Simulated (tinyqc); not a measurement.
Orbital energy against energy difference: ionisation energy by orbital energies and by energy differences in the 6-31g* basis, for H4, spin multiplicity 1. Computed by the program tinyqc with PySCF. 

Geometry (angstrom):

| atom | x | y | z |
|---|---|---|---|
| H | 0.0000 | 0.0000 | 0.0000 |
| H | 0.0000 | 0.0000 | 0.7720 |
| H | 0.0000 | 0.0000 | 1.5840 |
| H | 0.0000 | 0.0000 | 2.3570 |

CCSD(T) difference in the same basis = 12.2095 eV

IP-EOM-CCSD = 12.2230 eV

The cation is unrestricted; errors are against CCSD(T) in this basis, not against experiment.

First vertical ionisation energy (eV):

| method | -e(HOMO) | E(cation) - E | error of -e(HOMO) | error of the difference |
|---|---|---|---|---|
| HF | 12.4186 | 11.648633 | 0.2092 | -0.5608 |
| LDA | 7.5493 | 12.269231 | -4.6601 | 0.0598 |
| PBE | 7.6364 | 12.309431 | -4.5731 | 0.1000 |
| B3LYP | 8.8435 | 12.513364 | -3.3659 | 0.3039 |
| PBE0 | 9.0091 | 12.378278 | -3.2004 | 0.1688 |
| CAM-B3LYP | 10.4193 | 12.450877 | -1.7902 | 0.2414 |
| LC-wPBE | 11.7912 | 12.444894 | -0.4183 | 0.2354 |

Koopmans errs by +0.21 eV and Delta-HF by -0.56 eV: relaxation, 0.77 eV, lowers the value and the missing correlation difference works against it. The PBE level is off by -4.6 eV through the wrong tail of its potential, though its energy difference is off by +0.10 eV; exact exchange deepens the level, and among the orbital energies HF comes closest; among the differences LDA does.
